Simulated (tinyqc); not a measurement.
Mobility of a non-polar semiconductor in the relaxation-time approximation: one step, computed by the program tinyqc.

Each valley is treated as a sphere of mass m_d for states and rates, with one isotropic relaxation time; the conductivity mass m_c sets the current.

Question. Rates at a few energies. Parabolic band: E = hbar^2 k^2/(2 m), speed v = hbar k/m, states per spin, volume and energy g(E) = m k/(2 pi^2 hbar^2). Here m = m_d. Masses are multiplied by m_0 and all formulas are in SI units. Phonon occupation N_q = 1/(exp(hbar w/(k_B T)) - 1). Acoustic deformation potential (elastic, equipartition, absorption and emission together): 1/tau = 2 pi k_B T D_A^2 g(E)/(hbar rho v_l^2). Optical or intervalley deformation potential: 1/tau = (pi Z_f D_o^2/(rho w)) [N_q g(E + hbar w) + (N_q + 1) g(E - hbar w)], with g = 0 below the band edge. Each optical term is multiplied by (1 - f(E'))/(1 - f(E)), E' the final energy, for Pauli blocking. Singly charged impurities, momentum relaxation: 1/tau = N_I e^4 m (1 + 2 alpha E) Phi/(8 pi (eps_s eps_0)^2 hbar^3 k^3), with alpha = 0 for a parabolic band. Brooks-Herring: Phi = ln(1 + b) - b/(1 + b), b = 4 k^2 L_s^2. Neutral impurities (Erginsoy): 1/tau = 20 N_n a_B hbar/m, a_B = 4 pi eps_s eps_0 hbar^2/(m e^2).

Inputs (values chosen for the exercise, modelled on electrons in diamond):

| quantity | value | unit |
|---|---|---|
| static permittivity eps_s | 5.7 | - |
| density rho | 3515 | kg/m^3 |
| sound velocity v_l | 18300 | m/s |
| acoustic deformation potential D_A | 9.1 | eV |
| phonon energy hbar w | 146 | meV |
| optical or intervalley deformation potential D_o | 9 | 1e8 eV/cm |
| final valleys Z_f | 5 | - |
| temperature T | 100 | K |
| neutral impurity density N_n | 2e+15 | 1/cm^3 |

Band: parabolic. Impurity formula: Brooks-Herring. Further scattering: neutral impurities.

reduced Fermi level eta = -7.558955

density-of-states mass m_d = 0.4784988 m_0

ionised impurity density N_I = 5.00e+15 1/cm^3

screening length L_s = 23.30226 nm

Constants: k_B = 8.617333262e-05 eV/K; k_B = 1.380649e-23 J/K; e = 1.602176634e-19 C; hbar = 1.054571817e-34 J s; m_0 = 9.1093837015e-31 kg; hbar = 6.582119569e-16 eV s; eps_0 = 8.8541878128e-12 F/m.

Give: Rates (1e12/s) at E = (max(eta, 0) + 0.5, 1, 2, 4) k_B T.

Answer.

Rates (1e12/s) at E = (max(eta, 0) + 0.5, 1, 2, 4) k_B T:

| E (meV) | acoustic | optical | ionised impurity | neutral impurity |
|---|---|---|---|---|
| 4.309 | 0.06861 | 5.0123e-07 | 5.7494 | 0.0061004 |
| 8.617 | 0.09703 | 5.0830e-07 | 2.4006 | 0.0061004 |
| 17.235 | 0.13722 | 5.2220e-07 | 0.9796 | 0.0061004 |
| 34.469 | 0.19406 | 5.4905e-07 | 0.3927 | 0.0061004 |
